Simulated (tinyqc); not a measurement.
Small-signal admittance of a forward-biased p+-n diode: one step of the calculation.

Holes injected into a neutral base of width wb with an ohmic contact at its end; low injection, p0 far above the equilibrium density. A small voltage v exp(i w t), w = 2 pi f, modulates the edge density by p0 v/Vt, and the small-signal density obeys Dp d2p/dx2 = (1/tau + i w) p.

Question. Closed-form admittance. L = sqrt(Dp tau); direct current J = (q Dp p0/L) coth(wb/L); k = sqrt(1 + i w tau)/L; diffusion admittance Y = (q Dp p0/Vt) k coth(k wb) = G + i w C_diff; junction capacitance C_j = sqrt(q eps0 eps_r Nd/(2 Vr)) in the depletion approximation, with the remaining barrier Vr = Vt ln(Na/p0), a rough value under forward bias; base-width modulation is left out.

Values chosen for this exercise; permittivity close to that of gallium arsenide: temperature T = 300 K; relative permittivity eps_r = 12.9; donor density of the base Nd = 3.2e15 cm^-3; hole diffusion coefficient Dp = 6.1 cm^2/s; hole lifetime tau = 3e-9 s; width of the neutral base wb = 0.3 um; excess hole density at the junction edge p0 = 3.8e12 cm^-3; acceptor density of the p+ side Na = 1e20 cm^-3; signal frequency f = 4.7e8 Hz.

Constants: q = 1.602176634e-19 C, kB = 1.380649e-23 J/K, Vt = kB T/q, eps0 = 8.8541878128e-14 F/cm where lengths are in cm. Results are converted to the units shown.

Wanted: L; J; k wb; Y; C_diff; C_j.

Answer.

L = 1.3528 um
J = 0.12582 A/cm^2
k wb = 0.49379+0.44119i
Y = 4.8867+0.6901i S/cm^2
C_diff = 2.3369e-4 uF/cm^2
C_j = 0.025747 uF/cm^2

G is 1.00 times its low-frequency value J/Vt, and C_diff is 0.00908 times C_j.

tinyqc, about 0.01 s, one thread, Intel Xeon 2.30GHz (shared host): `OMP_NUM_THREADS=1 python tinyqc.py 2890177 2890178 out.jsonl`
